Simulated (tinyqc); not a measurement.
Configuration-coordinate model of a defect: Huang-Rhys factor and luminescence line shape: one step, computed by the program tinyqc. Command: `OMP_NUM_THREADS=1 python tinyqc.py 3005036 3005037 out.jsonl ccline walk`. One thread of a shared host (Intel(R) Xeon(R) Processor @ 2.30GHz), about 0.01 s of CPU time with the checks.

Ground state E_g(Q) = (1/2) omega_g^2 Q^2; excited state E_e(Q) = E_0 + (1/2) omega_e^2 (Q - dQ)^2 with omega_e = omega_g and E_0 = E_ZPL. Q is mass-weighted; the dipole does not depend on Q (Condon approximation).

Problem. Crossing, radiative lifetime and thermal quenching. The curves cross at the root Q_c nearest dQ; the barrier is (1/2) omega_e^2 (Q_c - dQ)^2, with (1/2) omega^2 = (hbar omega)^2/(2 hbar^2/u). k_r = n_r omega^3 mu^2/(3 pi eps_0 hbar c^3) at the vertical emission energy, without local-field correction; k_nr = nu_0 exp(-barrier/k_B T) (Mott-Seitz); yield = k_r/(k_r + k_nr); T_1/2 = barrier/(k_B ln(nu_0/k_r)).

Inputs (values chosen for the exercise, for a model defect):
```
quantity,value,unit
zero-phonon energy E_ZPL,1.16,eV
displacement dQ,0.759,u^(1/2) angstrom
ground-state phonon hbar omega_g,17.4,meV
temperature T,400,K
refractive index n_r,3.36,-
transition dipole mu,1.5,e angstrom
quenching prefactor nu_0,3e+11,1/s
```

Modes: equal frequencies in both states.

vertical emission energy = 1.139138 eV

Constants: hbar^2/u = 4.18015928e-03 eV angstrom^2; hbar = 6.582119569e-16 eV s; e = 1.602176634e-19 C; eps_0 = 8.8541878128e-12 F/m; hbar = 1.054571817e-34 J s; c = 299792458 m/s; k_B = 8.617333262e-05 eV/K.

Give: Q_c; classical barrier; radiative lifetime; luminescence yield; quenching temperature T_1/2.

Solution.

Q_c = 21.48 u^(1/2) angstrom

classical barrier = 15.55 eV

radiative lifetime = 23.57 ns

luminescence yield = 1

quenching temperature T_1/2 = 20358 K

The barrier is so high that this route does not halve the yield below 1000 K. Caution: the curves cross far outside the range of the harmonic model, so the barrier and T_1/2 have no quantitative meaning.
